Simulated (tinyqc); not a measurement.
Choice of the trial bonds: Wannier functions of a composite (isolated) pair of valence bands (bonds of an sp chain).

Each atom has a hybrid pointing left (<) and right (>). H(k): diagonal +V3 on A, -V3 on B; <A<|A>> = -V1a, <B<|B>> = -V1b, <A>|B<> = -V2, <B>|A<> = -V2p exp(ik); k in 1/a, Bloch sums with exp(ikR). The two lowest bands are filled. Trial functions in cell 0: g1 = cos(c) A> + sin(c) B<, and g2 = sin(c) B> + cos(c) A< of cell 1, whose Bloch vector has cos(c) exp(-ik) on A<. Projection A_mn = <psi_m|g_n>, S = A^+ A, Loewdin U = A S^(-1/2), Bloch-like states w_n = sum_m psi_m U_mn, H_W(k) = U^+ diag(E) U. P = sum_m |psi_m><psi_m| is free of phase choices, and S = g^+ P g, w = P g S^(-1/2).

Parameters, chosen for this exercise: V2 = 4.85 eV (coupling in the bond A-B inside the cell); V2p = 3.65 eV (coupling in the bond to the next cell); V1a = 1.22 eV (coupling of the two hybrids on A); V1b = 0.69 eV (the same on B); V3 = 0 eV (A at +V3, B at -V3); xb = 0.42 a (position of B (A at 0)).

N = 12; centres and spreads in real space with point-like hybrids at R and R + xb; smallest eigenvalue of S over the mesh.

Trial angle:

| c (deg) | smallest S | centre 1 (a) | centre 2 (a) | sum of centres | total spread (a^2) | H_12(R = 0), mean over k (eV) |
|---|---|---|---|---|---|---|
| 15 | 0.649 | 0.2083 | 0.7117 | 0.9200 | 0.1318 | -0.3455 |
| 30 | 0.868 | 0.2083 | 0.7117 | 0.9200 | 0.1317 | -0.3433 |
| 45 | 0.987 | 0.2083 | 0.7117 | 0.9200 | 0.1317 | -0.3413 |
| 55 | 0.921 | 0.2083 | 0.7117 | 0.9200 | 0.1317 | -0.3401 |
| 65 | 0.803 | 0.2083 | 0.7117 | 0.9200 | 0.1317 | -0.3387 |
| 75 | 0.649 | 0.2083 | 0.7117 | 0.9200 | 0.1318 | -0.3371 |
| 85 | 0.477 | 0.2083 | 0.7117 | 0.9200 | 0.1318 | -0.3352 |

The sum of the centres stays at 0.9200 a within 0.0000: it gives the electronic polarisation, modulo a, and is fixed by the filled space. Single centres move by less than 0.0001 a here and H_12(0), a matter of gauge, moves by 10 meV. The total spread runs only from 0.1317 to 0.1318 a^2, so the orthogonalisation repairs even poor trials; the projection is best at c = 45 degrees among these rows, and the two bonds, isolated, have c = 45 and 45.

(tinyqc, `OMP_NUM_THREADS=1 python tinyqc.py 1451491 1451492 out.jsonl`, Intel(R) Xeon(R) Processor @ 2.30GHz, 1 thread, shared host, about 0.2 s.)
